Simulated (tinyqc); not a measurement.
# From peak temperature T_p back to prefactor nu

Model: adsorption as a lattice gas: isotherms with interactions, competition, desorption peaks and saturation dose. Computed by tinyqc, a small Python program. Command: `OMP_NUM_THREADS=1 python tinyqc.py 3014867 3014868 out.jsonl adsorb inv`. One thread of a shared host (Intel(R) Xeon(R) Processor @ 2.30GHz), about 0.01 s of CPU time with the checks.

One adsorbate per site; a molecule needs 1 empty site. Gas and surface have the same temperature.

Inputs (values chosen for the exercise, for a model surface): desorption energy E = 1.35 eV; heating rate beta = 1.5 K/s.

Adsorption: molecular (first order).

Constants: k_B = 8.617333262e-05 eV/K.

Method. The peak obeys E/(k_B T_p^2) = (nu/beta) exp(-E/(k_B T_p)) exactly. Redhead's shortcut, with the constant 3.46 (3.64 is also in use), reads E back as k_B T_p [ln(nu' T_p/beta) - 3.46], nu' = nu.

Question. A run gave the result below. Find the prefactor nu, known to lie between 2.6e+12 and 6.5e+12 1/s.

peak temperature T_p = 502.2978 K

Answer.

Each step takes the trial c = (a f_b - b f_a)/(f_b - f_a), f being the result less the target and a, b, c the logarithms of the listed values; c replaces end b, the old b replaces a if the sign of f changed, and otherwise f_a is halved.

Scan of the range:
```
prefactor nu (1/s)  peak temperature T_p (K)
2.60e+12                             505.782
3.03e+12                             503.445
3.53e+12                             501.133
4.11e+12                             498.851
4.79e+12                             496.575
5.58e+12                             494.325
6.50e+12                             492.096
```

False position (Illinois rule, in the logarithm of the input) inside the bracket:
```
step        end a        end b        trial  peak temperature T_p (K)
1     3.03000e+12  3.53000e+12  3.26856e+12                   502.295
2     3.03000e+12  3.26856e+12  3.26745e+12                   502.300
3     3.26856e+12  3.26745e+12  3.26800e+12                   502.298
```

Peak temperature T_p falls at every point of a 13-point scan of the range (every second point is shown), so one value fits; it is bracketed by 3.03e12 and 3.53e12. Answer: prefactor nu = 3.268e12 1/s.
